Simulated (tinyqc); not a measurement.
Worked calculation: defect-molecule model of a vacancy with Jahn-Teller distortion. Values are carried at full precision from step to step, so a last printed digit may differ when a step is redone from the rounded ones.

Four dangling hybrids a, b, c, d point into the vacancy: H_ii = E0, and -gm between any two. A tetragonal distortion Q pairs a with b and c with d: those two couplings become -gm - I Q and the other four -gm + I Q/2, at an elastic cost k Q^2/2. The a1 level holds two electrons; charge states 2+, + and 0 put n = 0, 1, 2 more into the lowest level of t2 origin. Energy from the 2+ state at Q = 0, with the Fermi level mu counted from Ev: W_n(Q) = n (et - 2 I Q) + k Q^2/2 + Uc n (n - 1)/2 - n mu. et = E0 + gm is the undistorted t2 level.

Values chosen for the exercise (of the size used for the vacancy in silicon; the results hold for these values, not for the real material):
```
symbol  value  unit           meaning
E0      0.02   eV             level of a dangling hybrid, from Ev
gm      0.29   eV             coupling between two dangling hybrids
I       0.92   eV/angstrom    Jahn-Teller coupling
k       16.7   eV/angstrom^2  force constant of the mode
Uc      0.1    eV             repulsion of two electrons in one orbital
Q       0.25   angstrom       a trial distortion
```

## The molecule at a trial distortion

Fill in H at Q.

H (eV), rows a, b, c, d and columns alike:
```
[[0.0200, -0.5200, -0.1750, -0.1750],
 [-0.5200, 0.0200, -0.1750, -0.1750],
 [-0.1750, -0.1750, 0.0200, -0.5200],
 [-0.1750, -0.1750, -0.5200, 0.0200]]
```

## One-electron levels

Diagonalise. By symmetry: a + b + c + d at E0 - 3 gm, a + b - c - d at E0 + gm - 2 I Q, and the pair a - b, c - d at E0 + gm + I Q.

levels (eV): [-0.8500, -0.1500, 0.5400, 0.5400]

The t2 triplet has split by 3 I Q = 0.6900 eV, and its centre has stayed.

## Relaxed charge states

Minimise W_n over Q: Q_n = 2 n I/k, gain n^2 E_JT with E_JT = 2 I^2/k. W_n at mu = 0 is n et - n^2 E_JT + Uc n (n - 1)/2.

E_JT = 0.1014 eV

States:
```
n  charge  Q_n (angstrom)  gain (eV)  W_n (eV)
0      2+          0.0000     0.0000    0.0000
1       +          0.1102     0.1014    0.2086
2       0          0.2204     0.4055    0.3145
```

## Transition levels and the effective U

From the energies W_n of the relaxed states with n = 0, 1, 2 electrons: E(2+/+) = W1 - W0, E(+/0) = W2 - W1, U_eff = E(+/0) - E(2+/+), E(2+/0) = (W2 - W0)/2.

levels above Ev (eV): (2+/+) 0.2086, (+/0) 0.1059, (2+/0) 0.1573

U_eff = -0.1027 eV

U_eff < 0: the second electron is bound more strongly than the first, the + state is never the lowest, and the charge changes by two at 0.1573 eV.

## Vertical against thermal levels

At fixed Q the level for adding the first electron is et - 2 I Q. Capture into 2+ at Q0 = 0 costs et; removal from + at Q1 = 2 I/k takes place at et - 2 E_JT, E_JT = 2 I^2/k; the thermal level lies between, and the Franck-Condon shift is E_JT on each side. et = E0 + gm.

levels (eV): vertical at Q0 0.3100, thermal 0.2086, vertical at Q1 0.1073

Stokes shift = 0.2027 eV

## Checks

- W2 from the formula against a numerical minimum over Q with the level from H(Q): both 0.31454.

(tinyqc, `OMP_NUM_THREADS=1 python tinyqc.py 1482364 1482365 out.jsonl`, Intel(R) Xeon(R) Processor @ 2.30GHz, 1 thread, shared host, about 0.01 s.)
